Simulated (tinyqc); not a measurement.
UKS/BP86 in the sto-6g basis, for H4, spin multiplicity 3, step by step. Computed by tinyqc, a small Python program that keeps every step (integrals from PySCF). Settings: charge = 0, multiplicity = 3, basis = sto-6g, energy threshold = 1e-09, iteration cap = 78, orthogonalisation = symmetric, start = atomic densities, DIIS depth = 3, method = UKS, functional = b88,p86, grid = [20, 86]. Command: `OMP_NUM_THREADS=1 python tinyqc.py 24327 24328 out.jsonl` (the two numbers bound the seeds that draw the settings). One thread of a shared host (Intel(R) Xeon(R) Processor @ 2.60GHz), about 2 s of CPU time with the checks. Later iterations appear only in the table of the cycle.

## One-electron integrals

Geometry (angstrom):
```
atom         x         y         z
H     0.000000  0.000000  0.000000
H     0.000000  0.000000  1.591000
H     0.000000  1.076000  0.000000
H     0.000000  1.076000  1.591000
```

Basis sto-6g: exponents (1/bohr^2) and contraction coefficients of normalised primitives:
```
element  l (shell)   exponent  coefficient
H            s (1)  35.523221     0.009164
H            s (1)   6.513144     0.049361
H            s (1)   1.822143     0.168538
H            s (1)   0.625955     0.370563
H            s (1)   0.243077     0.416492
H            s (1)   0.100112     0.130334
```

Overlap, kinetic and nuclear-attraction integrals over the contracted functions; the nuclear repulsion is the sum of Za Zb / Rab.

nuclear repulsion = 2.19984182 hartree

overlap S, lower triangle:
```
          1H 1s     2H 1s     3H 1s     4H 1s
1H 1s  1.000000
2H 1s  0.225025  1.000000
3H 1s  0.453213  0.136016  1.000000
4H 1s  0.136016  0.453213  0.225025  1.000000
```

kinetic energy T (hartree), lower triangle:
```
           1H 1s      2H 1s     3H 1s     4H 1s
1H 1s   0.768522
2H 1s   0.001800   0.768522
3H 1s   0.086635  -0.010681  0.768522
4H 1s  -0.010681   0.086635  0.001800  0.768522
```

nuclear attraction V (hartree), lower triangle:
```
           1H 1s      2H 1s      3H 1s      4H 1s
1H 1s  -2.327209
2H 1s  -0.456059  -2.327209
3H 1s  -0.984368  -0.282083  -2.327209
4H 1s  -0.282083  -0.984368  -0.456059  -2.327209
```

core Hamiltonian H = T + V (hartree), lower triangle:
```
           1H 1s      2H 1s      3H 1s      4H 1s
1H 1s  -1.558686
2H 1s  -0.454259  -1.558686
3H 1s  -0.897733  -0.292763  -1.558686
4H 1s  -0.292763  -0.897733  -0.454259  -1.558686
```

## Two-electron integrals

Functions are numbered as in S; the eight-fold symmetry (ij|kl) = (ji|kl) = (kl|ij) leaves the list below.

Two-electron integrals (ij|kl) in chemists' order, unique and non-zero (hartree):
```
(11|11) 0.774999   (21|11) 0.117351   (21|21) 0.028118   (22|11) 0.327766
(22|21) 0.117351   (22|22) 0.774999   (31|11) 0.275859   (31|21) 0.046200
(31|22) 0.139764   (31|31) 0.128996   (32|11) 0.060347   (32|21) 0.015016
(32|22) 0.064629   (32|31) 0.029212   (32|32) 0.009555   (33|11) 0.453996
(33|21) 0.083807   (33|22) 0.274238   (33|31) 0.275859   (33|32) 0.064629
(33|33) 0.774999   (41|11) 0.064629   (41|21) 0.015016   (41|22) 0.060347
(41|31) 0.029212   (41|32) 0.009406   (41|33) 0.060347   (41|41) 0.009555
(42|11) 0.139764   (42|21) 0.046200   (42|22) 0.275859   (42|31) 0.065349
(42|32) 0.029212   (42|33) 0.139764   (42|41) 0.029212   (42|42) 0.128996
(43|11) 0.083807   (43|21) 0.020256   (43|22) 0.083807   (43|31) 0.046200
(43|32) 0.015016   (43|33) 0.117351   (43|41) 0.015016   (43|42) 0.046200
(43|43) 0.028118   (44|11) 0.274238   (44|21) 0.083807   (44|22) 0.453996
(44|31) 0.139764   (44|32) 0.060347   (44|33) 0.327766   (44|41) 0.064629
(44|42) 0.275859   (44|43) 0.117351   (44|44) 0.774999
```

## Orthogonalisation

S = U s U^T; symmetric (Loewdin) form X = U s^(-1/2) U^T, so that X^T S X = 1.

eigenvalues of S: 0.457778  0.635796  1.092172  1.814255

X, lower triangle:
```
           1H 1s      2H 1s      3H 1s     4H 1s
1H 1s   1.107854
2H 1s  -0.109580   1.107854
3H 1s  -0.258206   0.002354   1.107854
4H 1s   0.002354  -0.258206  -0.109580  1.107854
```

## Starting guess

The start is atomic minimal-basis densities projected into this basis (PySCF's MINAO start) and scaled to the electron count of each spin; this density is not idempotent, so its energy is not variational and may lie below the converged one.

D(alpha) at the start, lower triangle:
```
          1H 1s     2H 1s     3H 1s     4H 1s
1H 1s  0.707047
2H 1s  0.049264  0.707047
3H 1s  0.064583  0.019094  0.707047
4H 1s  0.019094  0.064583  0.049264  0.707047
```

D(beta) at the start, lower triangle:
```
          1H 1s     2H 1s     3H 1s     4H 1s
1H 1s  0.235682
2H 1s  0.016421  0.235682
3H 1s  0.021528  0.006365  0.235682
4H 1s  0.006365  0.021528  0.016421  0.235682
```

## Iteration 1: exchange-correlation on the grid

Becke grid with 20 radial and 86 angular points per atom, points of zero weight dropped. rho = sum D_ij phi_i phi_j; V_xc,ij = sum w v_xc phi_i phi_j plus the gradient terms; v_xc is d(rho eps)/d rho(s) for spin s at fixed gradient.

The 12 grid points with the largest w rho, of 6832 (bohr, atomic units):
```
x                 y         z         w  rho(alpha)  rho(beta)     eps_xc  v_xc(alpha)
0.000000   0.460397  1.140811  0.065800    0.032200   0.010733  -0.324897    -0.425229
0.000000   0.460397  1.865743  0.065800    0.032200   0.010733  -0.324897    -0.425229
0.000000   1.572948  1.140811  0.065800    0.032200   0.010733  -0.324897    -0.425229
0.000000   1.572948  1.865743  0.065800    0.032200   0.010733  -0.324897    -0.425229
0.232588   0.854201  0.854201  0.053564    0.038194   0.012731  -0.341706    -0.449278
-0.232588  0.854201  0.854201  0.053564    0.038194   0.012731  -0.341706    -0.449278
-0.232588  1.179144  0.854201  0.053564    0.038194   0.012731  -0.341706    -0.449278
0.232588   1.179144  0.854201  0.053564    0.038194   0.012731  -0.341706    -0.449278
-0.232588  0.854201  2.152353  0.053564    0.038194   0.012731  -0.341706    -0.449278
0.232588   0.854201  2.152353  0.053564    0.038194   0.012731  -0.341706    -0.449278
0.232588   1.179144  2.152353  0.053564    0.038194   0.012731  -0.341706    -0.449278
-0.232588  1.179144  2.152353  0.053564    0.038194   0.012731  -0.341706    -0.449278
```

electrons on the grid, sum of w rho = 3.999346

E_xc = sum of w rho eps_xc = -1.44976080 hartree

V_xc(alpha) (hartree), lower triangle:
```
           1H 1s      2H 1s      3H 1s      4H 1s
1H 1s  -0.490396
2H 1s  -0.090470  -0.490396
3H 1s  -0.205647  -0.055637  -0.490396
4H 1s  -0.055637  -0.205647  -0.090470  -0.490396
```

V_xc(beta) (hartree), lower triangle:
```
           1H 1s      2H 1s      3H 1s      4H 1s
1H 1s  -0.394801
2H 1s  -0.072507  -0.394801
3H 1s  -0.164815  -0.044498  -0.394801
4H 1s  -0.044498  -0.164815  -0.072507  -0.394801
```

## Iteration 1: building the Kohn-Sham matrix

J_ij = sum D_kl (ij|kl) with D = D(alpha) + D(beta); F = H + J + V_xc; E = tr D H + tr D J / 2 + E_xc + E_nn.

Coulomb J (hartree), lower triangle:
```
          1H 1s     2H 1s     3H 1s     4H 1s
1H 1s  1.830506
2H 1s  0.403072  1.830506
3H 1s  0.832224  0.250610  1.830506
4H 1s  0.250610  0.832224  0.403072  1.830506
```

F(alpha) (hartree), lower triangle:
```
           1H 1s      2H 1s      3H 1s      4H 1s
1H 1s  -0.218576
2H 1s  -0.141656  -0.218576
3H 1s  -0.271157  -0.097791  -0.218576
4H 1s  -0.097791  -0.271157  -0.141656  -0.218576
```

F(beta) (hartree), lower triangle:
```
           1H 1s      2H 1s      3H 1s      4H 1s
1H 1s  -0.122981
2H 1s  -0.123694  -0.122981
3H 1s  -0.230324  -0.086651  -0.122981
4H 1s  -0.086651  -0.230324  -0.123694  -0.122981
```

total energy of this density = -1.92559974 hartree

This density is the starting one; it is not idempotent, so its energy is not variational and may lie below the converged one.

## Iteration 1: diagonalisation and new density

Diagonalise F' = X^T F X, C = X C', fill 3 alpha and 1 beta electrons from the bottom; D(s) = C_occ C_occ^T. Each column has its largest component positive (the first on a tie).

F' = X^T F X (alpha) (hartree), lower triangle:
```
           1          2          3          4
1  -0.101672
2  -0.092433  -0.101672
3  -0.213868   0.006056  -0.101672
4   0.006056  -0.213868  -0.092433  -0.101672
```

orbital energies (alpha) (hartree): MO1 -0.401917, MO2 -0.229164, MO3 0.013707, MO4 0.210684

coefficients C (alpha):
```
            MO1        MO2        MO3        MO4
1H 1s  0.371211   0.478437   0.627063   0.738997
2H 1s  0.371211  -0.478437   0.627063  -0.738997
3H 1s  0.371211   0.478437  -0.627063  -0.738997
4H 1s  0.371211  -0.478437  -0.627063   0.738997
```

F' = X^T F X (beta) (hartree), lower triangle:
```
           1          2          3          4
1  -0.003899
2  -0.096155  -0.003899
3  -0.216888   0.006263  -0.003899
4   0.006263  -0.216888  -0.096155  -0.003899
```

orbital energies (beta) (hartree): MO1 -0.310679, MO2 -0.130895, MO3 0.110570, MO4 0.315407

coefficients C (beta):
```
            MO1        MO2        MO3        MO4
1H 1s  0.371211   0.478437   0.627063   0.738997
2H 1s  0.371211  -0.478437   0.627063  -0.738997
3H 1s  0.371211   0.478437  -0.627063  -0.738997
4H 1s  0.371211  -0.478437  -0.627063   0.738997
```

D(alpha) after iteration 1, lower triangle:
```
           1H 1s      2H 1s     3H 1s     4H 1s
1H 1s   0.759907
2H 1s   0.302104   0.759907
3H 1s  -0.026509  -0.484312  0.759907
4H 1s  -0.484312  -0.026509  0.302104  0.759907
```

D(beta) after iteration 1, lower triangle:
```
          1H 1s     2H 1s     3H 1s     4H 1s
1H 1s  0.137798
2H 1s  0.137798  0.137798
3H 1s  0.137798  0.137798  0.137798
4H 1s  0.137798  0.137798  0.137798  0.137798
```

## Iteration 2: exchange-correlation on the grid

As before.

The 12 grid points with the largest w rho, of 6832 (bohr, atomic units):
```
x                 y         z         w  rho(alpha)  rho(beta)     eps_xc  v_xc(alpha)
0.000000   0.460397  1.140811  0.065800    0.027656   0.016795  -0.321409    -0.406048
0.000000   1.572948  1.865743  0.065800    0.027656   0.016795  -0.321409    -0.406048
0.000000   1.572948  1.140811  0.065800    0.027656   0.016795  -0.321409    -0.406048
0.000000   0.460397  1.865743  0.065800    0.027656   0.016795  -0.321409    -0.406048
0.460397   0.000000  1.140811  0.065567    0.028121   0.012939  -0.318344    -0.406176
-0.460397  0.000000  1.140811  0.065567    0.028121   0.012939  -0.318344    -0.406176
-0.460397  2.033345  1.140811  0.065567    0.028121   0.012939  -0.318344    -0.406176
0.460397   2.033345  1.140811  0.065567    0.028121   0.012939  -0.318344    -0.406176
-0.460397  2.033345  1.865743  0.065567    0.028121   0.012939  -0.318344    -0.406176
0.460397   2.033345  1.865743  0.065567    0.028121   0.012939  -0.318344    -0.406176
-0.460397  0.000000  1.865743  0.065567    0.028121   0.012939  -0.318344    -0.406176
0.460397   0.000000  1.865743  0.065567    0.028121   0.012939  -0.318344    -0.406176
```

electrons on the grid, sum of w rho = 3.999434

E_xc = sum of w rho eps_xc = -1.44277854 hartree

V_xc(alpha) (hartree), lower triangle:
```
           1H 1s      2H 1s      3H 1s      4H 1s
1H 1s  -0.490406
2H 1s  -0.090031  -0.490406
3H 1s  -0.203325  -0.054647  -0.490406
4H 1s  -0.054647  -0.203325  -0.090031  -0.490406
```

V_xc(beta) (hartree), lower triangle:
```
           1H 1s      2H 1s      3H 1s      4H 1s
1H 1s  -0.389314
2H 1s  -0.075234  -0.389314
3H 1s  -0.167346  -0.046871  -0.389314
4H 1s  -0.046871  -0.167346  -0.075234  -0.389314
```

## Iteration 2: building the Kohn-Sham matrix

As before.

Coulomb J (hartree), lower triangle:
```
          1H 1s     2H 1s     3H 1s     4H 1s
1H 1s  1.826572
2H 1s  0.403474  1.826572
3H 1s  0.830275  0.250668  1.826572
4H 1s  0.250668  0.830275  0.403474  1.826572
```

F(alpha) (hartree), lower triangle:
```
           1H 1s      2H 1s      3H 1s      4H 1s
1H 1s  -0.222520
2H 1s  -0.140816  -0.222520
3H 1s  -0.270783  -0.096742  -0.222520
4H 1s  -0.096742  -0.270783  -0.140816  -0.222520
```

F(beta) (hartree), lower triangle:
```
           1H 1s      2H 1s      3H 1s      4H 1s
1H 1s  -0.121428
2H 1s  -0.126019  -0.121428
3H 1s  -0.234804  -0.088967  -0.121428
4H 1s  -0.088967  -0.234804  -0.126019  -0.121428
```

total energy of this density = -1.98755577 hartree

## Iteration 2: DIIS over 2 matrices

error matrix X^T (FDS - SDF) X (alpha):
```
          1         2         3         4
1  0.000000  0.000000  0.000000  0.000000
2  0.000000  0.000000  0.000000  0.000000
3  0.000000  0.000000  0.000000  0.000000
4  0.000000  0.000000  0.000000  0.000000
```

B (overlaps of the stored error matrices):
```
               1              2
1  0.0000000e+00  0.0000000e+00
2  0.0000000e+00  0.0000000e+00
```

Minimise |sum c_i e_i|^2 with sum c_i = 1: solve [B -1; -1 0][c; lambda] = [0; -1] with B_ij = tr e_i^T e_j summed over both spins, and take F = sum c_i F_i.

DIIS coefficients: 0.885914  0.114086

extrapolated F(alpha) (hartree), lower triangle:
```
           1H 1s      2H 1s      3H 1s      4H 1s
1H 1s  -0.219026
2H 1s  -0.141561  -0.219026
3H 1s  -0.271114  -0.097671  -0.219026
4H 1s  -0.097671  -0.271114  -0.141561  -0.219026
```

extrapolated F(beta) (hartree), lower triangle:
```
           1H 1s      2H 1s      3H 1s      4H 1s
1H 1s  -0.122804
2H 1s  -0.123959  -0.122804
3H 1s  -0.230835  -0.086915  -0.122804
4H 1s  -0.086915  -0.230835  -0.123959  -0.122804
```

## Iteration 2: diagonalisation and new density

As before.

F' = X^T F X (alpha) (hartree), lower triangle:
```
           1          2          3          4
1  -0.102301
2  -0.092263  -0.102301
3  -0.213578   0.006119  -0.102301
4   0.006119  -0.213578  -0.092263  -0.102301
```

orbital energies (alpha) (hartree): MO1 -0.402023, MO2 -0.229734, MO3 0.012895, MO4 0.209660

coefficients C (alpha):
```
            MO1        MO2        MO3        MO4
1H 1s  0.371211   0.478437   0.627063   0.738997
2H 1s  0.371211  -0.478437   0.627063  -0.738997
3H 1s  0.371211   0.478437  -0.627063  -0.738997
4H 1s  0.371211  -0.478437  -0.627063   0.738997
```

F' = X^T F X (beta) (hartree), lower triangle:
```
           1          2          3          4
1  -0.003327
2  -0.096425  -0.003327
3  -0.217608   0.006206  -0.003327
4   0.006206  -0.217608  -0.096425  -0.003327
```

orbital energies (beta) (hartree): MO1 -0.311155, MO2 -0.130716, MO3 0.111651, MO4 0.316912

coefficients C (beta):
```
            MO1        MO2        MO3        MO4
1H 1s  0.371211   0.478437   0.627063   0.738997
2H 1s  0.371211  -0.478437   0.627063  -0.738997
3H 1s  0.371211   0.478437  -0.627063  -0.738997
4H 1s  0.371211  -0.478437  -0.627063   0.738997
```

D(alpha) after iteration 2, lower triangle:
```
           1H 1s      2H 1s     3H 1s     4H 1s
1H 1s   0.759907
2H 1s   0.302104   0.759907
3H 1s  -0.026509  -0.484312  0.759907
4H 1s  -0.484312  -0.026509  0.302104  0.759907
```

D(beta) after iteration 2, lower triangle:
```
          1H 1s     2H 1s     3H 1s     4H 1s
1H 1s  0.137798
2H 1s  0.137798  0.137798
3H 1s  0.137798  0.137798  0.137798
4H 1s  0.137798  0.137798  0.137798  0.137798
```

## Iteration 3 (converged): orbitals

converged F(alpha) (hartree), lower triangle:
```
           1H 1s      2H 1s      3H 1s      4H 1s
1H 1s  -0.222520
2H 1s  -0.140816  -0.222520
3H 1s  -0.270783  -0.096742  -0.222520
4H 1s  -0.096742  -0.270783  -0.140816  -0.222520
```

converged F(beta) (hartree), lower triangle:
```
           1H 1s      2H 1s      3H 1s      4H 1s
1H 1s  -0.121428
2H 1s  -0.126019  -0.121428
3H 1s  -0.234804  -0.088967  -0.121428
4H 1s  -0.088967  -0.234804  -0.126019  -0.121428
```

As before.

F' = X^T F X (alpha) (hartree), lower triangle:
```
           1          2          3          4
1  -0.107178
2  -0.090950  -0.107178
3  -0.211326   0.006609  -0.107178
4   0.006609  -0.211326  -0.090950  -0.107178
```

orbital energies (alpha) (hartree): MO1 -0.402844, MO2 -0.234162, MO3 0.006590, MO4 0.201706

coefficients C (alpha):
```
            MO1        MO2        MO3        MO4
1H 1s  0.371211   0.478437   0.627063   0.738997
2H 1s  0.371211  -0.478437   0.627063  -0.738997
3H 1s  0.371211   0.478437  -0.627063  -0.738997
4H 1s  0.371211  -0.478437  -0.627063   0.738997
```

F' = X^T F X (beta) (hartree), lower triangle:
```
           1          2          3         4
1   0.001118
2  -0.098521   0.001118
3  -0.223206   0.005759   0.001118
4   0.005759  -0.223206  -0.098521  0.001118
```

orbital energies (beta) (hartree): MO1 -0.314850, MO2 -0.129326, MO3 0.120043, MO4 0.328605

coefficients C (beta):
```
            MO1        MO2        MO3        MO4
1H 1s  0.371211   0.478437   0.627063   0.738997
2H 1s  0.371211  -0.478437   0.627063  -0.738997
3H 1s  0.371211   0.478437  -0.627063  -0.738997
4H 1s  0.371211  -0.478437  -0.627063   0.738997
```

D(alpha) after iteration 3, lower triangle:
```
           1H 1s      2H 1s     3H 1s     4H 1s
1H 1s   0.759907
2H 1s   0.302104   0.759907
3H 1s  -0.026509  -0.484312  0.759907
4H 1s  -0.484312  -0.026509  0.302104  0.759907
```

D(beta) after iteration 3, lower triangle:
```
          1H 1s     2H 1s     3H 1s     4H 1s
1H 1s  0.137798
2H 1s  0.137798  0.137798
3H 1s  0.137798  0.137798  0.137798
4H 1s  0.137798  0.137798  0.137798  0.137798
```

## Convergence

Stop when the energy changes by less than 1e-09 hartree and every element of the error matrix X^T (F D S - S D F) X (for each spin) is below 9e-06.

Course of the cycle:
```
iteration  E (hartree)     change  largest element of the error matrix
1          -1.92559974          -                             7.14e-16
2          -1.98755577  -6.20e-02                             2.08e-15
3          -1.98755577   6.66e-16                             1.61e-15
```

PySCF UKS in the same basis, fine grid, after a stability check = -1.98768240 hartree

Converged in 3 iterations. The coarse grid moves the energy by +1.27e-04 hartree.

## Populations, bond orders and dipole

Mulliken: Z minus the diagonal of D S on the atom; Loewdin: the same with S^(1/2) D S^(1/2); Mayer order: 2 sum_s sum (D(s) S)_ij (D(s) S)_ji over the two atoms.

Charges (e):
```
atom  Mulliken  Loewdin  Mulliken spin
1H           0        0       0.500000
2H           0        0       0.500000
3H           0        0       0.500000
4H           0        0       0.500000
```

Mayer bond orders:
```
pair     order
2-1   0.250000
3-1   0.250000
3-2   0.250000
4-1   0.250000
4-2   0.250000
4-3   0.250000
```

dipole moment about the origin, x y z (debye): 0.000000  0.000000  0.000000

<S^2> of the determinant (pure state: 2) = 2.000000
